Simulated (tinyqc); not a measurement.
Worked calculation: electroplating on a thin resistive seed layer: kinetics, Wagner number and the terminal effect across a wafer. Computed by tinyqc, a small Python program that keeps every step. Command: `OMP_NUM_THREADS=1 python tinyqc.py 3120767 3120768 out.jsonl terminal walk`. One thread of a shared host (Intel(R) Xeon(R) Processor @ 2.30GHz), about 0.02 s of CPU time with the checks. Intermediate numbers are printed to about 6 digits and carried at full precision; extremes and crossings named in words are read from the listed rows.

Current enters the seed at the rim. The bath is treated as a local resistance per area (no lateral flow in the liquid), two electrons per ion, molar volume 7.11 cm^3/mol, Faraday constant F = e N_A, kinematic viscosity 0.01 cm^2/s, omega = 2 pi x rpm/60; k_B T/e is in volts.

Inputs (values chosen for the exercise, of the order of those for copper plating on a thin cobalt or ruthenium seed):

| quantity | value | unit |
|---|---|---|
| wafer radius R | 15 | cm |
| seed thickness t | 190 | nm |
| seed resistivity | 4.6 | microohm cm |
| bath conductivity kappa | 0.52 | S/cm |
| gap to the anode h | 5 | cm |
| extra resistance of a porous plate | 31 | ohm cm^2 |
| exchange current density i_0 | 0.14 | mA/cm^2 |
| cathodic transfer coefficient alpha | 0.81 | - |
| mean current density | 4.3 | mA/cm^2 |
| diffusivity of the metal ion | 6.1e-06 | cm^2/s |
| metal ion concentration | 0.61 | mol/L |
| rotation rate | 100 | rpm |
| temperature T | 298 | K |

Constants: e = 1.602176634e-19 C; N_A = 6.02214076e+23 1/mol; k_B = 8.617333262e-05 eV/K.

## Rate, limit and resistances

Growth rate = i V_m/(2 F). Levich limit i_L = 0.62 x 2 F D^(2/3) omega^(1/2) nu^(-1/6) c. Tafel overpotential eta = (k_B T/(alpha e)) ln(i/i_0); kinetic resistance k_B T/(alpha e i); bath resistance h/kappa + plate; R_s = resistivity/t; Wagner number = kinetic resistance x kappa/R.

growth rate = 95.0600 nm/min

limiting current i_L = 169.869 mA/cm^2

overpotential = 108.575 mV

kinetic resistance = 7.37285 ohm cm^2

bath resistance R_b = 40.6154 ohm cm^2

sheet resistance R_s = 0.242105 ohm/square

Wagner number = 0.255592

## Linear estimate of the terminal effect

Linearised: with R_t = kinetic + bath resistance the current density obeys (1/r)(r i')' = i R_s/R_t, so i = A I_0(r/l), l = sqrt(R_t/R_s); with x = R/l, edge/centre = I_0(x) and edge/mean = x I_0(x)/(2 I_1(x)). Voltage drop in the seed for a uniform current: i R_s R^2/4.

length l = 14.0788 cm

x = R/l = 1.06543

edge over centre, linear = 1.30457

edge over mean, linear = 1.13562

drop for uniform current = 58.5592 mV

## Current distribution

Full model: seed potential phi(r) with (1/r)(r phi')' = R_s i, where i solves phi = R_b i + (k_B T/(alpha e)) ln(i/i_0) (phi being the driving voltage left at r); phi'(0) = 0 and phi'(R) = R_s i_mean R/2. Solved by collocation to a tolerance of 1e-7.

Across the wafer:

| r/R | i (mA/cm^2) | i/mean | i/mean, linear |
|---|---|---|---|
| 0.00 | 3.74700 | 0.87140 | 0.87050 |
| 0.20 | 3.78875 | 0.88110 | 0.88041 |
| 0.40 | 3.91586 | 0.91067 | 0.91048 |
| 0.60 | 4.13404 | 0.96140 | 0.96173 |
| 0.75 | 4.36312 | 1.01468 | 1.01510 |
| 0.90 | 4.65451 | 1.08244 | 1.08240 |
| 1.00 | 4.88690 | 1.13649 | 1.13562 |

edge over centre, full model = 1.30422

The full model gives 1.30 against 1.30 from the linear form.

## As the film thickens, and with more bath resistance

The film is taken as uniform, with the seed resistivity; the last column adds 100 ohm cm^2 to R_b. Extra power of that plate = i^2 x 100 ohm cm^2 x area.

Edge over centre:

| thickness (nm) | R_s (ohm/square) | as given | with 100 ohm cm^2 more |
|---|---|---|---|
| 190 | 0.242105 | 1.30422 | 1.09416 |
| 285 | 0.161404 | 1.19823 | 1.06230 |
| 380 | 0.121053 | 1.14696 | 1.04654 |
| 570 | 0.080702 | 1.09684 | 1.03091 |
| 950 | 0.048421 | 1.05757 | 1.01849 |
| 1900 | 0.024211 | 1.02858 | 1.00922 |
| 3800 | 0.012105 | 1.01424 | 1.00461 |

extra power = 1.30698 W

The ratio falls below 1.1 from 570 nm on as given, and from 190 nm on with the added resistance: what counts is R_s R^2 against the sum of kinetic and bath resistance.

Checks made by the program: mean of the distribution (relative difference 3e-08).
